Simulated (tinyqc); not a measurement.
Raising U: Hubbard chain of 4 sites, mean field against exact. Computed by the program tinyqc. Collinear unrestricted mean field (the lowest of 40 random starts) against exact diagonalisation.

one-body matrix (hopping and site energies) (eV):
```
,1,2,3,4
1,0.1500,-1.2100,0.0000,0.0000
2,-1.2100,0.1900,-1.2100,0.0000
3,0.0000,-1.2100,-0.0700,-1.2100
4,0.0000,0.0000,-1.2100,-0.4600
```

electrons, up and down: 2  1

Exact and mean-field results (eV):
```
U,U/t,E exact,E mean field,mean |n_up - n_down|,"double occupancy, exact",first gap in the sector
0.600,0.496,-4.54397,-4.52933,0.250,0.110,1.154
1.210,1.000,-4.29188,-4.23422,0.262,0.096,1.111
2.420,2.000,-3.88648,-3.68252,0.324,0.072,0.983
3.630,3.000,-3.58463,-3.22006,0.427,0.054,0.850
7.260,6.000,-3.05825,-2.48415,0.627,0.024,0.564
9.680,8.000,-2.87237,-2.32832,0.731,0.015,0.451
14.520,12.000,-2.66155,-2.22581,0.742,0.008,0.318
24.200,20.000,-2.47638,-2.14425,0.747,2.97e-03,0.198
```

Estimate the missing row, U = 4.84.

Computed row:
```
U        U/t   E exact  E mean field  mean |n_up - n_down|  double occupancy, exact  first gap in the sector
4.840  4.000  -3.35955      -2.88512                 0.521                    0.040                    0.735
```

In absolute terms mean field is worst at U/t = 6.0, 0.574 eV too high: at small U it is nearly exact, and at large U it still misses the motion of the hole through a fluctuating spin background. Relative to the exact energy its error is 0.3 % at the smallest U, 19 % at most and 13 % at the largest. The double occupancy falls from 0.110 to 0.003.
